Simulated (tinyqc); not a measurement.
# Worked calculation: valence-band offset from core levels (Kraut method), with the dipole against the affinity rule

Program tinyqc, `OMP_NUM_THREADS=1 python tinyqc.py 2410145 2410146 out.jsonl`; Intel Xeon 2.30GHz, shared host, one thread, about 0.01 s. Printed values are rounded.

Binding energies are counted downwards from the Fermi level. dEv > 0 means that the valence edge of B lies below that of A, dEc > 0 that the conduction edge of B lies above that of A; dEc + dEv = EgB - EgA. The spectra are made-up values treated as data.

Parameters, values chosen for the exercise; gaps and affinities close to those of gallium arsenide (A) and silicon dioxide (B): gap of the substrate A EgA = 1.45 eV; gap of the overlayer B EgB = 9 eV; electron affinity of A chiA = 4 eV; electron affinity of B chiB = 0.88 eV; core level of bare A cA = 30.71 eV; core level of thick B cB = 29.16 eV; valence-band maximum of thick B vB = 2.26 eV; relative permittivity inside the dipole layer ei = 3.3; thickness of the dipole layer dd = 0.21 nm; core level of A under a thin film of B iA = 30.33 eV; core level of B in that thin film iB = 31.02 eV; background counts in the gap bg = 69.

Constants: q = 1.602176634e-19 C, eps0 = 8.8541878128e-14 F/cm where lengths are in cm. Results are converted to the units shown.

## Valence-band maximum of bare A

| point | binding energy (eV) | counts on the leading edge |
|---|---|---|
| 0 | 1.06 | 156 |
| 1 | 1.18 | 196 |
| 2 | 1.3 | 239 |
| 3 | 1.42 | 281 |
| 4 | 1.54 | 329 |
| 5 | 1.66 | 369 |

Fit a straight line to the leading edge by least squares; the maximum vA lies where it meets the background.

slope = 358.571 counts/eV
intercept = -225.990 counts
vA = 0.822683 eV

## Offsets

dEv = (iB - iA) - (cB - vB) + (cA - vA), dEc = EgB - EgA - dEv.

cA - vA = 29.8873 eV
cB - vB = 26.9 eV
iB - iA = 0.69 eV
dEv = 3.67732 eV
dEc = 3.87268 eV

The alignment is type I (straddling). Both offsets exceed 1 eV, the usual requirement for a gate dielectric. A rigid shift of all levels, by charging or doping, cancels in the differences.

## Interface dipole

The affinity rule gives dEc(0) = chiA - chiB; the dipole step is D = dEc - dEc(0), and two sheets of opposite charge dd apart hold N = eps0 ei |D|/(q dd).

dEc(0) = 3.12 eV
D = 0.752683 eV
N = 6.53649e13 cm^-2
field in the dipole layer = 35.8420 MV/cm

N is 0.093 elementary charges for each of about 7e14 surface atoms per cm^2.
